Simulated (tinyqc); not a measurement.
Inside a calculation: ellipsoidal valleys in the axes of a wafer and a channel. Values are carried at full precision from step to step, so a last printed digit may differ when a step is redone from the rounded ones.

Valleys with axes a along x, y and z, two valleys each; inverse mass tensor w = 1/mt + (1/ml - 1/mt) a a. Device axes: z = nz/|nz|, x = nx/|nx|, y = z cross x; in them a = (ax, ay, az). Confinement mass mz = 1/w_zz. In the plane w_ij is replaced by u_ij = w_ij - w_iz w_jz/w_zz (i, j = x, y); density-of-states mass md = 1/sqrt(det u); conductivity mass along x mc = 1/u_xx; ballistic transport mass mx = u_yy/det u, width mass my = 1/u_yy.

Constants: hbar^2/2m0 = 3.80998211 eV angstrom^2; kB = 8.617333262e-05 eV/K.

Inputs chosen for the exercise (near those of the Delta valleys of Si; the results hold for these values, not for the real material): ml = 0.904 m0 (longitudinal mass); mt = 0.192 m0 (transverse mass); nz = (1, 1, 0) (surface normal (confinement)); nx = (0, 0, 1) (channel direction); t = 4.4 nm (thickness of the film); T = 77 K (temperature).

## Device axes and valley axes

Give the rows x, y, z in cubic components and each valley axis in device components.

device axes:
```
    [100]    [010]   [001]
x  0.0000   0.0000  1.0000
y  0.7071  -0.7071  0.0000
z  0.7071   0.7071  0.0000
```

valley axes:
```
       ax       ay      az
x  0.0000   0.7071  0.7071
y  0.0000  -0.7071  0.7071
z  1.0000   0.0000  0.0000
```

## Tensors of the valley z

Form w and the reduced tensor u.

w (1/m0):
```
        x       y       z
x  1.1062  0.0000  0.0000
y  0.0000  5.2083  0.0000
z  0.0000  0.0000  5.2083
```

u (1/m0):
```
        x       y
x  1.1062  0.0000
y  0.0000  5.2083
```

w_xz = w_yz = 0: the normal is a principal axis and u is the upper block of w.

## Masses of all valleys

Give mz, md, mc, mx and my.

Masses (m0):
```
valley      mz      md      mc      mx      my
x       0.3167  0.3244  0.1920  0.1920  0.5480
y       0.3167  0.3244  0.1920  0.1920  0.5480
z       0.1920  0.4166  0.9040  0.9040  0.1920
```

mz md^2 = ml mt^2 = 0.03333 for every valley, so a heavy confinement mass comes with a small density of states. The heaviest mz is 0.317, for x and y.

## Subbands and shares in a film

Hard walls: E_n = c (n pi/t)^2/mz, c = hbar^2/2m0, n = 1, 2, 3. Non-degenerate share of a valley proportional to md sum_n exp(-E_n/kT); mean 1/mc = sum of share/mc. 1 nm = 10 angstrom.

Give the ladders, the shares and the mean conductivity mass.

Subbands:
```
valley  E1 (meV)  E2 (meV)  E3 (meV)  share
x           61.3     245.3     551.9  0.499
y           61.3     245.3     551.9  0.499
z          101.2     404.6     910.5  0.002
```

mean mc = 0.1922 m0

The lowest ladder (x and y) holds 100 % of the electrons in these valleys, the next starts 40 meV higher.

## Checks

- mz md^2 against ml mt^2: they agree to 1e-10 or better.
- mx my against md^2: they agree to 1e-10 or better.

(tinyqc, `OMP_NUM_THREADS=1 python tinyqc.py 1850984 1850985 out.jsonl`, Intel(R) Xeon(R) Processor @ 2.30GHz, 1 thread, shared host, about 0.01 s.)
